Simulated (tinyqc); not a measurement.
Coherent transport through a tight-binding region between two chains, step by step. One step of it, computed by the program tinyqc.

Task: Transmission at E = 0.91 eV. Surface Green function g = (E - i sqrt(4 t^2 - E^2)) / (2 t^2); self-energy tc^2 g on each contact site; G = (E - H - Sigma)^(-1); Gamma = -2 Im Sigma; T = Gamma_L Gamma_R |G_LR|^2; local density of states -Im G_ii / pi.

H of the central region (eV), lower triangle:
```
           1          2          3         4
1   0.000000
2  -2.000000   0.000000
3   0.000000  -2.000000   0.000000
4  -2.000000   0.000000  -2.000000  0.000000
```

Leads: semi-infinite chains with site energy 0:
```
parameter                           value
lead hopping t (eV)              2.980000
coupling to the left lead (eV)   1.010000
coupling to the right lead (eV)  0.520000
left contact site                       1
right contact site                      2
```

E = 0.910000 eV

Give: g; G; local density of states; transmission.

Result:

g = 0.0512-0.3316i 1/eV

G (1/eV), lower triangle:
```
                 1                2               3               4
1   0.5167-0.0950i
2   0.1307-0.0300i   0.5214-0.0305i
3  -0.5766+0.1026i   0.1343+0.0203i  0.5173-0.1177i
4   0.1317-0.0167i  -0.5825+0.0213i  0.1303+0.0332i  0.5232-0.0364i
```

local density of states (1/eV): 0.0302  0.0097  0.0375  0.0116

transmission = 0.0022
